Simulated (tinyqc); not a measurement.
From one set of inputs to another, one input at a time: carrier lifetime from Shockley-Read-Hall, radiative, Auger and surface recombination. Computed by tinyqc, a small Python program. Command: `OMP_NUM_THREADS=1 python tinyqc.py 3026057 3026058 out.jsonl lifetime ladder`. One thread of a shared host (Intel(R) Xeon(R) Processor @ 2.30GHz), about 0.02 s of CPU time with the checks.

Energies are counted from the top of the valence band. Boltzmann statistics, full ionisation, and equal excess densities of electrons and holes.

The inputs printed are set A. Inputs not listed in the table keep their values of set A, so the rows need not describe a real material.

Inputs (values chosen for the exercise, with bands modelled on ZnO):

| quantity | value | unit |
|---|---|---|
| gap E_g | 3.32 | eV |
| electron mass m_e | 0.279 | m_0 |
| valleys M_c | 1 | - |
| hole mass m_h | 0.831 | m_0 |
| temperature T | 400 | K |
| doping N | 3.1e+15 | cm^-3 |
| trap level E_t | 0.405 | eV |
| trap density N_t | 1.6e+13 | cm^-3 |
| electron cross-section sigma_n | 5.2e-14 | cm^2 |
| hole cross-section sigma_p | 4.3e-17 | cm^2 |
| radiative coefficient B | 2.4e-10 | cm^3/s |
| Auger coefficient C_n | 6.9e-31 | cm^6/s |
| Auger coefficient C_p | 6.5e-32 | cm^6/s |
| excess density dn | 2.3e+12 | cm^-3 |
| diffusion coefficient D | 8.3 | cm^2/s |

Doping: n-type. Surface term: none.

Constants: m_0 = 9.1093837015e-31 kg; k_B = 1.380649e-23 J/K; h = 6.62607015e-34 J s; k_B = 8.617333262e-05 eV/K.

Method:
- N_c = 2 M_c (2 pi m_e k_B T/h^2)^(3/2) and N_v = 2 (2 pi m_h k_B T/h^2)^(3/2), masses in units of m_0.
- n_i = sqrt(N_c N_v) exp(-E_g/2 k_B T); majority density N/2 + sqrt(N^2/4 + n_i^2), minority density n_i^2 over it.
- v = sqrt(3 k_B T/m) with m_e or m_h; tau_n0 = 1/(sigma_n v_n N_t), tau_p0 = 1/(sigma_p v_p N_t); n1 = N_c exp(-(E_g - E_t)/k_B T), p1 = N_v exp(-E_t/k_B T).
- With n = n_0 + dn, p = p_0 + dn and U/dn = 1/tau: (n p - n_i^2)/dn = n_0 + p_0 + dn = s; 1/tau_SRH = s/[tau_p0 (n + n1) + tau_n0 (p + p1)]; 1/tau_rad = B s; 1/tau_Aug = (C_n n + C_p p) s; the rates add.
- Radiative efficiency = tau_eff/tau_rad; effective diffusion length = sqrt(D tau_eff).

Each row keeps all changes above it:

| input moved | from | to | effective lifetime at dn (s) | tau_SRH at dn (s) | effective diffusion length at dn (micrometre) |
|---|---|---|---|---|---|
| set A | - | - | 1.3250e-06 | 9.8252e-05 | 33.162 |
| trap level E_t (eV) | 0.405 | 0.747 | 1.3250e-06 | 9.8248e-05 | 33.162 |
| Auger coefficient C_p (cm^6/s) | 6.5e-32 | 1.6e-30 | 1.3250e-06 | 9.8248e-05 | 33.162 |
| radiative coefficient B (cm^3/s) | 2.4e-10 | 2.7e-11 | 1.0644e-05 | 9.8248e-05 | 93.993 |
| trap density N_t (cm^-3) | 1.6e+13 | 5.4e+14 | 2.3403e-06 | 2.9111e-06 | 44.074 |
| temperature T (K) | 400 | 300 | 2.6229e-06 | 3.3614e-06 | 46.658 |
| doping N (cm^-3) | 3.1e+15 | 2.3e+17 | 1.5281e-07 | 3.3614e-06 | 11.262 |
| electron cross-section sigma_n (cm^2) | 5.2e-14 | 2.7e-15 | 1.5281e-07 | 3.3614e-06 | 11.262 |

Effective lifetime at dn goes from 1.32e-6 to 1.53e-7, a factor 0.115 in all. The largest single move comes from doping N (a factor 0.0583), and radiative coefficient B works against it (a factor 8.03). tau_SRH at dn goes from 9.83e-5 to 3.36e-6, a factor 0.0342 in all. The largest single move comes from trap density N_t (a factor 0.0296). Effective diffusion length at dn goes from 33.2 to 11.3, a factor 0.340 in all. The largest single move comes from doping N (a factor 0.241), and radiative coefficient B works against it (a factor 2.83). The single moves hold for this order of the switches; the total does not depend on the order.

Caution (rows trap density N_t, temperature T): the trap density is not small against the doping, so trapped charge breaks the equality of the excess densities.

Extremes, crossings and ranges named in words are read from the listed rows.
